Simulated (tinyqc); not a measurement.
Worked calculation: epitaxial growth on a vicinal surface: Burton-Cabrera-Frank step flow, step-edge barrier and island nucleation. Computed by tinyqc, a small Python program that keeps every step. Command: `OMP_NUM_THREADS=1 python tinyqc.py 3023849 3023850 out.jsonl stepflow walk`. One thread of a shared host (Intel(R) Xeon(R) Processor @ 2.30GHz), about 0.01 s of CPU time with the checks. Intermediate numbers are printed to about 6 digits and carried at full precision; extremes and crossings named in words are read from the listed rows.

Adatoms land at rate F, hop on a square grid (a simplification for hexagonal faces), desorb, or join steps. Lengths are in units of a and n is the adatom coverage. Steps ascend at x = 0 and descend at x = l.

Inputs (values chosen for the exercise, close to those used for Si(001)): site spacing a = 3.84 angstrom; step height h = 1.36 angstrom; diffusion barrier E_d = 0.721 eV; desorption energy E_a = 2.88 eV; adatom formation energy E_f = 1.38 eV; step-edge barrier E_s = 0.04 eV; attempt frequency nu = 10 THz; deposition rate F = 0.012 layers/s; miscut angle = 4 degrees; temperature T = 610 C; critical nucleus size i = 2; binding energy of the critical nucleus E_i = 0.34 eV.

Constants: k_B = 8.617333262e-05 eV/K.

## Scales

D = nu exp(-E_d/(k_B T)) (a^2/s, nu counted per direction); tau = exp(E_a/(k_B T))/nu; x_s = sqrt(D tau); n_eq = exp(-E_f/(k_B T)); terrace width l = h/(a tan(miscut)); Schwoebel length l_s = exp(E_s/(k_B T)) - 1. Temperatures in kelvin are T(C) + 273.15.

D = 7.68327e+08 a^2/s

lifetime tau = 2722.64 s

diffusion length x_s = 1.44633e+06 a

equilibrium coverage n_eq = 1.33322e-08

terrace width l = 5.06482 a

Schwoebel length l_s = 0.691468 a

l/x_s = 3.50e-6: nearly every adatom reaches a step.

## Terrace solution

D n'' - n/tau + F = 0 with n(0) = n_eq and -l_s n'(l) = n(l) - n_eq. With u = n - F tau, A = n_eq - F tau, y = l/x_s, s = l_s/x_s: u = A cosh(x/x_s) + B sinh(x/x_s), B = A (1 - cosh y - s sinh y)/(sinh y + s cosh y). Flux into the ascending step J+ = D B/x_s, over the descending one J- = -(D/x_s)(A sinh y + B cosh y); step velocity J+ + J-; growth rate (J+ + J-)/l. For small y: J+ + J- = (F - n_eq/tau) l, J-/J+ = l/(l + 2 l_s). The coverage peaks where n' = 0, tanh(x/x_s) = -B/A.

J+ = 0.0340394 atoms per step site and s

J- = 0.0267385 atoms per step site and s

growth rate = 0.0120000 layers/s

peak coverage = 1.33950e-08

position of the peak = 2.83661 a

3.3e-8 % of the flux desorbs; even closely spaced steps lose n_eq/tau, 4.1e-8 % of F. The ascending step takes 56.0 %: the barrier makes an uphill current, which evens out terrace widths but makes steps meander and favours mounds on wide terraces. Caution: terraces under ten sites wide are at the edge of a continuum description.

## Step flow or islands

Island density on a flat surface without desorption: N = 0.25 (F/D)^(i/(i+2)) exp(E_i/((i+2) k_B T)) per site, with E_i = 0 for i = 1; spacing l_n = N^(-1/2). Step flow needs an effective width l_eff = 2 x(peak) below l_n.

island density N on a flat surface = 3.01869e-06 per site

island spacing l_n = 575.560 a

ratio l_eff/l_n = 0.00985687

Steps capture adatoms before they meet: step flow. Caution: the prefactor 0.25 and the criterion are estimates, good to a factor of about two in length.

## Growth mode over temperature

x(peak) solves tanh(x/x_s) = -B/A. Rows where evaporation outweighs deposition are left out.

Scales:
```
T (C)      x_s (a)   l_s (a)  incorporated share  l_n (a)  l_eff/l_n
410    9.19935e+07  0.972834             1.00000  244.314  0.0240710
460    2.63413e+07  0.883500             1.00000  316.242  0.0183945
510    8.84849e+06  0.808884             1.00000  396.077  0.0145485
560    3.38817e+06  0.745672             1.00000  482.843  0.0118357
610    1.44633e+06  0.691468             1.00000  575.560  0.0098569
660    6.76377e+05  0.644496             1.00000  673.289  0.0083717
710    3.41730e+05  0.603416             1.00000  775.147  0.0072296
760    1.84449e+05  0.567194             1.00000  880.328  0.0063327
810    1.05389e+05  0.535026             0.99999  988.106  0.0056155
```

The ratio stays below 1: step flow in every row. Incorporation goes from 100.0 % to 100.0 %.

Checks made by the program: growth rate against F minus desorption, from a numerical solution (relative difference below 1e-10).
